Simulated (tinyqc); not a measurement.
Electron mobility in a silicon inversion layer, empirical terms and Matthiessen rule: two steps of the calculation.

Inversion layer of sheet density Ns on a uniformly doped body, under a high-permittivity gate with an interlayer. The mobility terms are empirical power laws with prefactors chosen for the exercise; adding their inverses (Matthiessen) is itself an approximation.

Inputs (values chosen for the exercise); material values close to those of silicon: temperature T = 325 K; band gap Eg = 1.1 eV; relative permittivity of the semiconductor eps_r = 11.5; conduction-band density of states at T Nc = 3.09e19 cm^-3; valence-band density of states at T Nv = 3.03e19 cm^-3; body doping Nb = 3.4e17 cm^-3; reverse body bias Vsb = 0 V; weight of the inversion charge in the effective field eta = 0.5; phonon-limited mobility at 1 MV/cm and 300 K Ap = 444 cm^2/(V s); roughness-limited mobility at 1 MV/cm As = 997 cm^2/(V s); exponent of the roughness term gs = 2; Coulomb prefactor Ac = 2100 cm^2/(V s); charge at the interface Nit = 1.4e12 cm^-2; remote-phonon mobility without interlayer Ar = 390 cm^2/(V s); interlayer thickness ti = 0.5 nm; decay length of remote phonons lr = 0.8 nm; inversion density Ns = 8.4e11 cm^-2.

Constants: q = 1.602176634e-19 C, kB = 1.380649e-23 J/K, Vt = kB T/q, eps0 = 8.8541878128e-14 F/cm where lengths are in cm. Results are converted to the units shown.

Task 1. Depletion charge and effective field. ni = sqrt(Nc Nv) exp(-Eg/(2 Vt)), Eg in volts; Ndep = sqrt(2 eps0 eps_r Nb (2 Vt ln(Nb/ni) + Vsb)/q); E = q (Ndep + eta Ns)/(eps0 eps_r), in MV/cm.

Find: ni; Ndep; E.

Result 1.

ni = 9.054e10 cm^-3
Ndep = 1.914e12 cm^-2
E = 0.3673 MV/cm

The depletion charge gives 82.0 % of the field.

Task 2. Mobility terms and their sum. With t = T/(300 K): muC = Ac (Ns/1e12 cm^-2) t/(Nb/1e17 cm^-3 + Nit/1e11 cm^-2), muP = Ap E^(-1/3) t^(-1.75), muS = As E^(-gs), muR = Ar exp(2 ti/lr)/t; 1/mu is the sum of the inverses.

E = 0.36729914 MV/cm

Give: terms; mu; shares of 1/mu.

Result 2.

terms (cm^2/(V s)): Coulomb 109.8, phonon 538.9, roughness 7390, remote phonon 1257
mu = 84.09 cm^2/(V s)
shares of 1/mu (%): Coulomb 76.57, phonon 15.60, roughness 1.138, remote phonon 6.692

The Coulomb term limits most.

Computed by the program tinyqc: `OMP_NUM_THREADS=1 python tinyqc.py 2510072 2510073 out.jsonl`, one thread of a shared Intel Xeon 2.30GHz, about 0.01 s for the whole run.
